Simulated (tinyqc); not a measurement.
Worked calculation: heavy doping: gap narrowing, degeneracy and the minority density. Values are carried at full precision from step to step, so a last printed digit may differ when a step is redone from the rounded ones.

Empirical narrowing (Slotboom form, constants chosen for the exercise; published fits of this form give the apparent narrowing, here it is taken as the true one): dEg = E0 [ln(N/N0) + sqrt(ln(N/N0)^2 + C)].

Constants: kB = 8.617333262e-05 eV/K; e^2/(4 pi eps0) = 14.39964547 eV angstrom.

Parameters, chosen for this exercise (gap and densities of states near those of Si at this temperature; narrowing constants near the fits for Si; shifted at random, so the results belong to these values and not to a real crystal): N = 1.9e+19 1/cm^3 (ionised donors, equal to the majority density); E0 = 7.81 meV (narrowing scale); N0 = 9.8e+16 1/cm^3 (onset density); C = 0.5 (smoothing constant); Nc = 3.5e+19 1/cm^3 (conduction-band density of states); Eg = 1.11 eV (gap); Nv = 1.42e+19 1/cm^3 (valence-band density of states); T = 350 K; eps = 11.7 (dielectric constant); Mv = 6 (majority valleys).

## Gap narrowing

Evaluate at N.

ln(N/N0) = 5.2672
dEg (empirical fit) = 82.64 meV

Well above N0 each decade of doping adds 2 E0 ln 10 = 36.0 meV.

## Degeneracy of the majority band

F_j(eta) = (1/Gamma(j + 1)) integral_0^infinity x^j dx/(1 + exp(x - eta)), which tends to exp(eta) for eta << 0.

Majority: N = Nc F_1/2(eta), eta the distance of EF beyond the majority band edge in kT. Degeneracy factor gam = F_1/2(eta)/exp(eta). ni0^2 = Nc Nv exp(-Eg/kT); product n p = ni0^2 gam exp(dEg/kT), dEg the true narrowing; apparent narrowing dEa = dEg + kT ln gam; minority density = n p/N.

Solve for eta and form gam.

N/Nc = 0.5429
eta = -0.4204
gam = 0.8266

## Product and minority density

Combine both effects.

ni0 = 2.27e+11 1/cm^3
exp(dEg/kT) = 15.5
dEa = 76.9 meV
sqrt(n p) = 8.13e+11 1/cm^3
minority density = 3.48e+04 1/cm^3

Narrowing multiplies the product by 15.5 and degeneracy by 0.827; together they change the minority density by a factor 12.8 against ni0^2/N.

## Two estimates of the size

Two physical estimates, e2 = e^2/(4 pi eps0), N in 1/angstrom^3: exchange shift at the Fermi level, Ex = (e2/eps) kF/pi with kF = (3 pi^2 N/Mv)^(1/3); screened-pair energy (Lanyon-Tuft), Es = (3/4)(e2/eps) qs with qs^2 = (4 pi e2 N/(eps kT)) F_-1/2(eta)/F_1/2(eta).

Evaluate both at N.

kF = 0.04543 1/angstrom
Ex = 17.80 meV
Es = 83.55 meV

Against the fitted dEg = 82.6 meV, Ex is 0.22 and Es 1.01 times as large; each keeps one mechanism only, and Ex assumes a strongly degenerate gas, while here eta is only -0.42.

## Checks

- Minority density against the Boltzmann occupation of the other band at the narrowed gap (1/cm^3): both 3.480e+04.

tinyqc: `OMP_NUM_THREADS=1 python tinyqc.py 1681407 1681408 out.jsonl`; about 0.01 s, one thread, shared Intel(R) Xeon(R) Processor @ 2.30GHz.
